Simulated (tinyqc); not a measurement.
Ion implantation: universal nuclear stopping, Lindhard-Scharff electronic stopping and a Gaussian range profile: one step, computed by the program tinyqc. Command: `OMP_NUM_THREADS=1 python tinyqc.py 3030448 3030449 out.jsonl implant walk`. One thread of a shared host (Intel(R) Xeon(R) Processor @ 2.30GHz), about 0.08 s of CPU time with the checks.

An ion slows by elastic collisions with screened nuclei and by friction with electrons; channelling is ignored and the target is uniform.

Task: Anneal. Far from the surface a Gaussian stays Gaussian: sigma^2 = dR_p^2 + 2 D t; peak Q/(sqrt(2 pi) sigma); x_j = R_p + sigma sqrt(2 ln(peak/C_B)).

Inputs (values chosen for the exercise, modelled on aluminium ions in diamond): dose Q = 2.3e+12 1/cm^2; background C_B = 5e+15 1/cm^3; anneal budget D t = 1.4e-12 cm^2.

Follow-up: anneal.

straggle dR_p = 41.66930 nm

projected range R_p = 135.4035 nm

Give: width sigma; peak after the anneal; x_j after the anneal.

Result:

width sigma = 44.90 nm

peak after the anneal = 2.043e+17 1/cm^3

x_j after the anneal = 257.7 nm

Caution: the estimates of R_p and dR_p assume mainly nuclear stopping and an ion not much lighter than the target; here they are rough, and for light ions in heavy targets the straggle can be low by a factor of two or more.
